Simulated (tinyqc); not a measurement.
Tunnelling through a thin dielectric with one trap, as a tight-binding chain: one step. Scales. Three cases, with inputs chosen for the exercise.

Question. Form t, ka, q a, and the level of the trap in an endless barrier, Eb = phi + 2t - sqrt(4 t^2 + U^2).

Hopping -t everywhere, t = c/(m a^2), c = hbar^2/2m0; lead sites at 2t (band bottom 0), barrier sites 1 to N at 2t + phi, and site j has U besides. No voltage. Leads give S = -t exp(ika) on sites 1 and N, cos(ka) = 1 - E/(2t). T = (2 t sin(ka))^2 |G_1N|^2, G = (E - H - S)^-1. In the barrier cosh(q a) = 1 + (phi - E)/(2t).

Constants: hbar^2/2m0 = 3.80998211 eV angstrom^2.

Give: t; ka; q a; Eb.

Case 1.

Values chosen (barrier and mass of the size used for Al2O3 on silicon; the results hold for these values, not for the real material): a = 2 angstrom (site spacing); m = 0.3 m0 (mass, the same in leads and barrier); phi = 2.11 eV (conduction edge of the barrier above that of the leads); U = -3.83 eV (extra energy on the trap site); E = 0.68 eV (electron energy).

Answer.

t = 3.1750 eV
ka = 0.46702 rad
q a = 0.65912
Eb = 1.0444 eV

Case 2.

Values chosen (barrier and mass of the size used for SiO2 on silicon; the results hold for these values, not for the real material): a = 2.5 angstrom (site spacing); m = 0.49 m0 (mass, the same in leads and barrier); phi = 2.97 eV (conduction edge of the barrier above that of the leads); U = -4.36 eV (extra energy on the trap site); E = 0.34 eV (electron energy).

Answer.

t = 1.2441 eV
ka = 0.52892 rad
q a = 1.34926
Eb = 0.4381 eV

Case 3.

Values chosen (barrier and mass of the size used for SiO2 on silicon; the results hold for these values, not for the real material): a = 3 angstrom (site spacing); m = 0.42 m0 (mass, the same in leads and barrier); phi = 2.89 eV (conduction edge of the barrier above that of the leads); U = -3.56 eV (extra energy on the trap site); E = 0.61 eV (electron energy).

Answer.

t = 1.0079 eV
ka = 0.79903 rad
q a = 1.38950
Eb = 0.8147 eV

Computed by tinyqc, one run a case: `OMP_NUM_THREADS=1 python tinyqc.py N N+1 out.jsonl` with N = 1481438, 1481804, 1481855; one thread of a shared Intel(R) Xeon(R) Processor @ 2.30GHz, about 0.1 s a run at most.
